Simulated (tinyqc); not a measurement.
Inside a calculation: donors with valley-orbit split 1s states. Values are carried at full precision from step to step, so a last printed digit may differ when a step is redone from the rounded ones.

Each donor binds at most one electron, in any of its states. For a site s, W_s = sum over its states of g exp(E/kT), and the ionised share is 1/(1 + W_s exp(eta)), eta = (EF - Ec)/kT; n = Nc F_1/2(eta); neutrality n + NA = ND x (mean ionised share); holes are neglected. Nc from N = 2 (m kB T/(4 pi c))^(3/2) with c = hbar^2/2m0, in 1/angstrom^3; times 1e24 for 1/cm^3, m = md. F_j(eta) = (1/Gamma(j + 1)) integral_0^infinity x^j dx/(1 + exp(x - eta)), which tends to exp(eta) for eta << 0.

Constants: hbar^2/2m0 = 3.80998211 eV angstrom^2; kB = 8.617333262e-05 eV/K.

Parameters, chosen for this exercise (near those of P in Si; the results hold for these values, not for the real material):
```
symbol  value               unit        meaning
md      1.052               m0          density-of-states mass of the conduction band
E       (46.1, 34.8, 32.7)  meV         binding energies of 1s(A1), 1s(T2), 1s(E)
g       (2, 6, 4)                       their degeneracies with spin
T       350                 K
ND      1.7e+16             1/cm^3      donors
NA      0                   1/cm^3      compensating acceptors, all ionised
mu0     63                  cm^2/(V s)  mobility at heavy doping
mu1     1445                cm^2/(V s)  mobility at light doping and 300 K
Nr      1e+17               1/cm^3      reference doping
de      0.72                            doping exponent
ga      2.3                             temperature exponent
```

## Partition sums of the neutral donor

Give each term g exp(E/kT), W_s, and the effective degeneracy W_s exp(-E_ground/kT).

Nc = 3.4121e+19 1/cm^3

terms: 1s(A1) 9.222, 1s(T2) 19.02, 1s(E) 11.83

W_s: donor 40.072

effective degeneracy: donor 8.690

The ground state alone would give 2 and all states together 12; here the excited states hold 77 % of the bound electrons.

## Neutrality

Solve for eta.

eta = -7.624
n = 1.67e+16 1/cm^3

ionised share: donor 0.981

n is 0.981 of ND - NA.

## Mobility and resistivity

Mobility (Caughey-Thomas form): mu = mu0 + (mu1 (T/300)^(-ga) - mu0)/(1 + ((ND + NA)/Nr)^de); rho = 1/(e n mu), e = 1.602176634e-19 C.

Compare with full ionisation, n = ND - NA.

mu = 806.2 cm^2/(V s)
rho = 0.464 ohm cm
rho at full ionisation = 0.455 ohm cm

Incomplete ionisation raises rho by a factor 1.02.

## Checks

- n at ND = 1e13 1/cm^3 against the root of n^2 = (Nc/W)(ND - n) (1/cm^3): both 1.000e+13.

Computed by tinyqc, a small Python program: `OMP_NUM_THREADS=1 python tinyqc.py 1680063 1680064 out.jsonl` (the numbers bound the seed that draws the inputs); one thread of a shared host (Intel(R) Xeon(R) Processor @ 2.30GHz), about 0.01 s for the whole set of steps.
